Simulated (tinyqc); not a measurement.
Inside a calculation. Model: free and trapped electrons in a MOS channel with a dense trap tail.

Program tinyqc, `OMP_NUM_THREADS=1 python tinyqc.py 2222115 2222116 out.jsonl`; Intel Xeon 2.30GHz, shared host, one thread, about 0.02 s. Printed values are rounded.

p-type body, charge-sheet picture, full ionisation (an idealisation for deep acceptors), Boltzmann statistics for free electrons. e = Ec - EF at the surface. Acceptor-like traps of density D(E) = D0 + De exp(-E/Ew) at depth E below Ec, from 0 to Eu, hold n_t = integral of D(E)/(1 + exp((e - E)/Vt)). psi = Eg - Vt ln(Nv/Na) - e; N_dep = sqrt(2 eps0 eps_r Na (psi - Vt)/q); n_f = sqrt(N_dep^2 + 2 eps0 eps_r Vt Nc exp(-e/Vt)/q) - N_dep; Vg = Vfb + psi + q (N_dep + n_t + n_f)/Cox, Cox = eps0 eox/tox.

Parameters, values chosen for the exercise; band and dielectric values close to those of 4H silicon carbide:

| symbol | value | unit | meaning |
|---|---|---|---|
| T | 475 | K | temperature |
| Eg | 3.28 | eV | band gap |
| eps_r | 9.7 |  | relative permittivity |
| Nc | 3.39e19 | cm^-3 | conduction-band density of states at T |
| Nv | 5.02e19 | cm^-3 | valence-band density of states at T |
| eox | 3.9 |  | relative permittivity of the insulator |
| tox | 29 | nm | insulator thickness |
| Na | 1e17 | cm^-3 | acceptor density |
| Vfb | -2.36 | V | flat-band voltage without trapped charge |
| D0 | 1.3e11 | cm^-2 eV^-1 | constant background density of acceptor-like traps |
| De | 7.1e12 | cm^-2 eV^-1 | density of the tail at the conduction edge |
| Ew | 0.14 | eV | decay energy of the tail |
| Eu | 0.63 | eV | depth below Ec down to which the traps reach |
| mf | 89 | cm^2/(V s) | mobility of free electrons |
| e | 0.19 | eV | Ec - EF at the surface |

Constants: q = 1.602176634e-19 C, kB = 1.380649e-23 J/K, Vt = kB T/q, eps0 = 8.8541878128e-14 F/cm where lengths are in cm. Results are converted to the units shown.

## Trapped charge

Trapezoid rule on 16 equal steps from 0 to Eu, f = 1/(1 + exp((e - E)/Vt)).

| point | E (eV) | D(E) f (cm^-2 eV^-1) |
|---|---|---|
| 0 | 0 | 6.90336e10 |
| 1 | 0.0393750 | 1.35071e11 |
| 2 | 0.07875 | 2.58567e11 |
| 3 | 0.118125 | 4.68951e11 |
| 4 | 0.1575 | 7.58055e11 |
| 5 | 0.196875 | 1.01330e12 |
| 6 | 0.236250 | 1.09093e12 |
| 7 | 0.275625 | 9.98154e11 |
| 8 | 0.315 | 8.38763e11 |
| 9 | 0.354375 | 6.82567e11 |
| 10 | 0.393750 | 5.52581e11 |
| 11 | 0.433125 | 4.50668e11 |
| 12 | 0.4725 | 3.72574e11 |
| 13 | 0.511875 | 3.13267e11 |
| 14 | 0.551250 | 2.68389e11 |
| 15 | 0.590625 | 2.34478e11 |
| 16 | 0.63 | 2.08869e11 |

n_t = 3.37651e11 cm^-2

With 1600 steps n_t = 3.379e11 cm^-2; the coarse value is 0.067 % below it.

## Charges and gate voltage

psi, N_dep, n_f and Vg as defined, with the n_t given; free share n_f/(n_f + n_t); apparent mobility mf n_f/(n_f + n_t); gate voltage spent on traps q n_t/Cox.

psi = 2.83546 V
N_dep = 1.73091e12 cm^-2
n_f = 4.09435e10 cm^-2
Vg = 3.31387 V
free share = 10.8146 %
apparent mobility = 9.62499 cm^2/(V s)
gate voltage spent on traps = 0.454321 V
